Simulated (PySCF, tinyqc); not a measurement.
Worked calculation: RHF in the sto-3g basis, for H4, spin multiplicity 1. The lowest restricted solution is unstable here: a spin-polarised one lies 0.1156 hartree lower (PySCF). Computed by tinyqc, a small Python program that keeps every step (integrals from PySCF). Settings: charge = 0, multiplicity = 1, basis = sto-3g, energy threshold = 1e-10, iteration cap = 75, orthogonalisation = symmetric, start = core, DIIS depth = 3, method = RHF. Command: `OMP_NUM_THREADS=1 python tinyqc.py 20516 20517 out.jsonl` (the two numbers bound the seeds that draw the settings). One thread of a shared host (Intel(R) Xeon(R) Processor @ 2.60GHz), about 0.09 s of CPU time with the checks. Later iterations appear only in the table of the cycle.

## One-electron integrals

Geometry (angstrom):
```
atom,x,y,z
H,0.0000,0.0000,0.0000
H,0.0000,0.0000,1.5450
H,0.0000,0.0000,3.3860
H,0.0000,0.0000,4.9310
```

Basis sto-3g: exponents (1/bohr^2) and contraction coefficients of normalised primitives:
```
element,l (shell),exponent,coefficient
H,s (1),3.4253,0.1543
H,s (1),0.6239,0.5353
H,s (1),0.1689,0.4446
```

Overlap, kinetic and nuclear-attraction integrals over the contracted functions; the nuclear repulsion is the sum of Za Zb / Rab.

nuclear repulsion = 1.392343 hartree

overlap S, lower triangle:
```
,1H 1s,2H 1s,3H 1s,4H 1s
1H 1s,1.0000
2H 1s,0.2407,1.0000
3H 1s,0.0078,0.1539,1.0000
4H 1s,0.0001,0.0078,0.2407,1.0000
```

kinetic energy T (hartree), lower triangle:
```
,1H 1s,2H 1s,3H 1s,4H 1s
1H 1s,0.7600
2H 1s,0.0061,0.7600
3H 1s,-0.0038,-0.0073,0.7600
4H 1s,-0.0001,-0.0038,0.0061,0.7600
```

nuclear attraction V (hartree), lower triangle:
```
,1H 1s,2H 1s,3H 1s,4H 1s
1H 1s,-1.8316
2H 1s,-0.3875,-2.0115
3H 1s,-0.0115,-0.2454,-2.0115
4H 1s,-0.0002,-0.0115,-0.3875,-1.8316
```

core Hamiltonian H = T + V (hartree), lower triangle:
```
,1H 1s,2H 1s,3H 1s,4H 1s
1H 1s,-1.0716
2H 1s,-0.3814,-1.2514
3H 1s,-0.0153,-0.2527,-1.2514
4H 1s,-0.0003,-0.0153,-0.3814,-1.0716
```

## Two-electron integrals

Functions are numbered as in S; the eight-fold symmetry (ij|kl) = (ji|kl) = (kl|ij) leaves the list below.

Two-electron integrals (ij|kl) in chemists' order, unique and non-zero (hartree):
```
i,j,k,l,(ij|kl)
1,1,1,1,0.7746
2,1,1,1,0.1274
2,1,2,1,0.0326
2,2,1,1,0.3367
2,2,2,1,0.1274
2,2,2,2,0.7746
3,1,1,1,0.0025
3,1,2,1,0.0008
3,1,2,2,0.0042
3,1,3,1,2.77e-05
3,2,1,1,0.0339
3,2,2,1,0.0120
3,2,2,2,0.0752
3,2,3,1,0.0005
3,2,3,2,0.0126
3,3,1,1,0.1563
3,3,2,1,0.0495
3,3,2,2,0.2857
3,3,3,1,0.0025
3,3,3,2,0.0752
3,3,3,3,0.7746
4,1,1,1,2.88e-05
4,1,2,1,9.85e-06
4,1,2,2,5.89e-05
4,1,3,1,4.30e-07
4,1,3,2,9.98e-06
4,1,3,3,5.89e-05
4,1,4,1,8.09e-09
4,2,1,1,0.0013
4,2,2,1,4.25e-04
4,2,2,2,0.0025
4,2,3,1,2.01e-05
4,2,3,2,0.0005
4,2,3,3,0.0042
4,2,4,1,4.30e-07
4,2,4,2,2.77e-05
4,3,1,1,0.0308
4,3,2,1,0.0092
4,3,2,2,0.0495
4,3,3,1,4.25e-04
4,3,3,2,0.0120
4,3,3,3,0.1274
4,3,4,1,9.85e-06
4,3,4,2,0.0008
4,3,4,3,0.0326
4,4,1,1,0.1073
4,4,2,1,0.0308
4,4,2,2,0.1563
4,4,3,1,0.0013
4,4,3,2,0.0339
4,4,3,3,0.3367
4,4,4,1,2.88e-05
4,4,4,2,0.0025
4,4,4,3,0.1274
4,4,4,4,0.7746
```

## Orthogonalisation

S = U s U^T; symmetric (Loewdin) form X = U s^(-1/2) U^T, so that X^T S X = 1.

eigenvalues of S: 0.6778  0.8169  1.1682  1.3371

X, lower triangle:
```
,1H 1s,2H 1s,3H 1s,4H 1s
1H 1s,1.0229
2H 1s,-0.1264,1.0326
3H 1s,0.0110,-0.0827,1.0326
4H 1s,-0.0016,0.0110,-0.1264,1.0229
```

## Starting guess

The start is the orbitals of the core Hamiltonian; D = 2 C_occ C_occ^T.

D at the start, lower triangle:
```
,1H 1s,2H 1s,3H 1s,4H 1s
1H 1s,0.2492
2H 1s,0.5817,1.4757
3H 1s,-0.1771,-0.0137,1.4757
4H 1s,-0.1373,-0.1771,0.5817,0.2492
```

## Iteration 1: building the Fock matrix

J_ij = sum D_kl (ij|kl), K_ij = sum D_kl (ik|jl); F = H + J - 0.5 K; E = tr D H + tr D J / 2 - 0.25 tr D K + E_nn.

Coulomb J (hartree), lower triangle:
```
,1H 1s,2H 1s,3H 1s,4H 1s
1H 1s,1.1291
2H 1s,0.3484,1.8889
3H 1s,0.0123,0.2659,1.8889
4H 1s,0.0002,0.0123,0.3484,1.1291
```

exchange K (hartree), lower triangle:
```
,1H 1s,2H 1s,3H 1s,4H 1s
1H 1s,0.3884
2H 1s,0.4287,1.3112
3H 1s,0.0082,0.2180,1.3112
4H 1s,-0.0230,0.0082,0.4287,0.3884
```

Fock matrix F (hartree), lower triangle:
```
,1H 1s,2H 1s,3H 1s,4H 1s
1H 1s,-0.1367
2H 1s,-0.2474,-0.0181
3H 1s,-0.0071,-0.0958,-0.0181
4H 1s,0.0114,-0.0071,-0.2474,-0.1367
```

total energy of this density = -1.502621 hartree

## Iteration 1: diagonalisation and new density

Diagonalise F' = X^T F X, C = X C', fill 2 alpha and 2 beta electrons from the bottom; D = 2 C_occ C_occ^T. Each column has its largest component positive (the first on a tie).

F' = X^T F X (hartree), lower triangle:
```
,1,2,3,4
1,-0.0793
2,-0.2466,0.0594
3,0.0236,-0.1081,0.0594
4,0.0070,0.0236,-0.2466,-0.0793
```

orbital energies (hartree): MO1 -0.2838, MO2 -0.2579, MO3 0.1629, MO4 0.3391

coefficients C:
```
,MO1,MO2,MO3,MO4
1H 1s,0.4678,0.5595,0.5562,-0.4704
2H 1s,0.4030,0.3408,-0.5435,0.7178
3H 1s,0.4030,-0.3408,-0.5435,-0.7178
4H 1s,0.4678,-0.5595,0.5562,0.4704
```

D after iteration 1, lower triangle:
```
,1H 1s,2H 1s,3H 1s,4H 1s
1H 1s,1.0637
2H 1s,0.7584,0.5571
3H 1s,-0.0042,0.0926,0.5571
4H 1s,-0.1883,-0.0042,0.7584,1.0637
```

## Iteration 2: building the Fock matrix

As before.

Coulomb J (hartree), lower triangle:
```
,1H 1s,2H 1s,3H 1s,4H 1s
1H 1s,1.4590
2H 1s,0.3325,1.3973
3H 1s,0.0098,0.1944,1.3973
4H 1s,0.0002,0.0098,0.3325,1.4590
```

exchange K (hartree), lower triangle:
```
,1H 1s,2H 1s,3H 1s,4H 1s
1H 1s,1.0354
2H 1s,0.4880,0.6809
3H 1s,0.0355,0.1355,0.6809
4H 1s,-0.0171,0.0355,0.4880,1.0354
```

Fock matrix F (hartree), lower triangle:
```
,1H 1s,2H 1s,3H 1s,4H 1s
1H 1s,-0.1303
2H 1s,-0.2929,-0.1946
3H 1s,-0.0233,-0.1260,-0.1946
4H 1s,0.0084,-0.0233,-0.2929,-0.1303
```

total energy of this density = -1.750806 hartree

## Iteration 2: DIIS over 2 matrices

error matrix X^T (FDS - SDF) X:
```
,1,2,3,4
1,0.0000,0.1867,0.0053,0.0000
2,-0.1867,0.0000,0.0000,-0.0053
3,-0.0053,0.0000,0.0000,-0.1867
4,0.0000,0.0053,0.1867,0.0000
```

B (overlaps of the stored error matrices):
```
,1,2
1,6.7072270e-01,-3.0267648e-01
2,-3.0267648e-01,1.3949855e-01
```

Minimise |sum c_i e_i|^2 with sum c_i = 1: solve [B -1; -1 0][c; lambda] = [0; -1] with B_ij = tr e_i^T e_j, and take F = sum c_i F_i.

DIIS coefficients: 0.3124  0.6876

extrapolated F (hartree), lower triangle:
```
,1H 1s,2H 1s,3H 1s,4H 1s
1H 1s,-0.1323
2H 1s,-0.2787,-0.1395
3H 1s,-0.0182,-0.1166,-0.1395
4H 1s,0.0093,-0.0182,-0.2787,-0.1323
```

## Iteration 2: diagonalisation and new density

As before.

F' = X^T F X (hartree), lower triangle:
```
,1,2,3,4
1,-0.0687
2,-0.2643,-0.0594
3,0.0149,-0.1081,-0.0594
4,0.0070,0.0149,-0.2643,-0.0687
```

orbital energies (hartree): MO1 -0.3696, MO2 -0.2995, MO3 0.1404, MO4 0.2725

coefficients C:
```
,MO1,MO2,MO3,MO4
1H 1s,0.3912,0.5045,0.6125,-0.5290
2H 1s,0.4705,0.4175,-0.4862,0.6761
3H 1s,0.4705,-0.4175,-0.4862,-0.6761
4H 1s,0.3912,-0.5045,0.6125,0.5290
```

D after iteration 2, lower triangle:
```
,1H 1s,2H 1s,3H 1s,4H 1s
1H 1s,0.8151
2H 1s,0.7893,0.7913
3H 1s,-0.0531,0.0943,0.7913
4H 1s,-0.2030,-0.0531,0.7893,0.8151
```

## Iteration 3: building the Fock matrix

As before.

Coulomb J (hartree), lower triangle:
```
,1H 1s,2H 1s,3H 1s,4H 1s
1H 1s,1.3647
2H 1s,0.3371,1.5336
3H 1s,0.0105,0.2142,1.5336
4H 1s,0.0002,0.0105,0.3371,1.3647
```

exchange K (hartree), lower triangle:
```
,1H 1s,2H 1s,3H 1s,4H 1s
1H 1s,0.8581
2H 1s,0.4960,0.8639
3H 1s,0.0309,0.1668,0.8639
4H 1s,-0.0214,0.0309,0.4960,0.8581
```

Fock matrix F (hartree), lower triangle:
```
,1H 1s,2H 1s,3H 1s,4H 1s
1H 1s,-0.1359
2H 1s,-0.2923,-0.1497
3H 1s,-0.0203,-0.1218,-0.1497
4H 1s,0.0105,-0.0203,-0.2923,-0.1359
```

total energy of this density = -1.797925 hartree

## Iteration 3: DIIS over 3 matrices

error matrix X^T (FDS - SDF) X:
```
,1,2,3,4
1,0.0000,0.0059,-0.0001,0.0000
2,-0.0059,0.0000,0.0000,0.0001
3,0.0001,0.0000,0.0000,-0.0059
4,0.0000,-0.0001,0.0059,0.0000
```

B (overlaps of the stored error matrices), lower triangle:
```
,1,2,3
1,6.7072270e-01
2,-3.0267648e-01,1.3949855e-01
3,-9.6900936e-03,4.4340344e-03,1.4128198e-04
```

As before.

DIIS coefficients: 0.0050  -0.0214  1.0163

extrapolated F (hartree), lower triangle:
```
,1H 1s,2H 1s,3H 1s,4H 1s
1H 1s,-0.1360
2H 1s,-0.2921,-0.1481
3H 1s,-0.0201,-0.1216,-0.1481
4H 1s,0.0106,-0.0201,-0.2921,-0.1360
```

## Iteration 3: diagonalisation and new density

As before.

F' = X^T F X (hartree), lower triangle:
```
,1,2,3,4
1,-0.0693
2,-0.2769,-0.0645
3,0.0143,-0.1121,-0.0645
4,0.0085,0.0143,-0.2769,-0.0693
```

orbital energies (hartree): MO1 -0.3877, MO2 -0.3130, MO3 0.1503, MO4 0.2828

coefficients C:
```
,MO1,MO2,MO3,MO4
1H 1s,0.3888,0.5026,0.6140,-0.5308
2H 1s,0.4724,0.4199,-0.4844,0.6746
3H 1s,0.4724,-0.4199,-0.4844,-0.6746
4H 1s,0.3888,-0.5026,0.6140,0.5308
```

D after iteration 3, lower triangle:
```
,1H 1s,2H 1s,3H 1s,4H 1s
1H 1s,0.8075
2H 1s,0.7894,0.7990
3H 1s,-0.0547,0.0938,0.7990
4H 1s,-0.2029,-0.0547,0.7894,0.8075
```

## Iteration 7 (converged): orbitals

converged F (hartree), lower triangle:
```
,1H 1s,2H 1s,3H 1s,4H 1s
1H 1s,-0.1361
2H 1s,-0.2922,-0.1482
3H 1s,-0.0201,-0.1216,-0.1482
4H 1s,0.0106,-0.0201,-0.2922,-0.1361
```

As before.

F' = X^T F X (hartree), lower triangle:
```
,1,2,3,4
1,-0.0693
2,-0.2770,-0.0646
3,0.0142,-0.1121,-0.0646
4,0.0085,0.0142,-0.2770,-0.0693
```

orbital energies (hartree): MO1 -0.3878, MO2 -0.3131, MO3 0.1503, MO4 0.2828

coefficients C:
```
,MO1,MO2,MO3,MO4
1H 1s,0.3888,0.5025,0.6141,-0.5308
2H 1s,0.4725,0.4200,-0.4843,0.6746
3H 1s,0.4725,-0.4200,-0.4843,-0.6746
4H 1s,0.3888,-0.5025,0.6141,0.5308
```

D after iteration 7, lower triangle:
```
,1H 1s,2H 1s,3H 1s,4H 1s
1H 1s,0.8073
2H 1s,0.7894,0.7992
3H 1s,-0.0547,0.0937,0.7992
4H 1s,-0.2028,-0.0547,0.7894,0.8073
```

## Convergence

Stop when the energy changes by less than 1e-10 hartree and every element of the error matrix X^T (F D S - S D F) X is below 3e-06.

Course of the cycle:
```
iteration,E (hartree),change,largest element of the error matrix
1,-1.502621,-,4.07e-01
2,-1.750806,-2.48e-01,1.87e-01
3,-1.797925,-4.71e-02,5.94e-03
4,-1.797970,-4.55e-05,1.55e-04
5,-1.797970,-3.37e-08,9.60e-06
6,-1.797970,-3.30e-10,2.58e-08
7,-1.797970,-1.78e-15,2.20e-13
```

PySCF RHF in the same basis = -1.797970 hartree

Converged in 7 iterations.

## Populations, bond orders and dipole

Mulliken: Z minus the diagonal of D S on the atom; Loewdin: the same with S^(1/2) D S^(1/2); Mayer order: 2 sum_s sum (D(s) S)_ij (D(s) S)_ji over the two atoms.

Charges (e):
```
atom,Mulliken,Loewdin
1H,0.0031,0.0025
2H,-0.0031,-0.0025
3H,-0.0031,-0.0025
4H,0.0031,0.0025
```

Mayer bond orders:
```
pair,order
2-1,0.9566
3-1,-0.0006
3-2,0.0440
4-1,0.0440
4-2,-0.0006
4-3,0.9566
```

dipole moment about the origin, x y z (debye): 0.0000  0.0000  0.0000
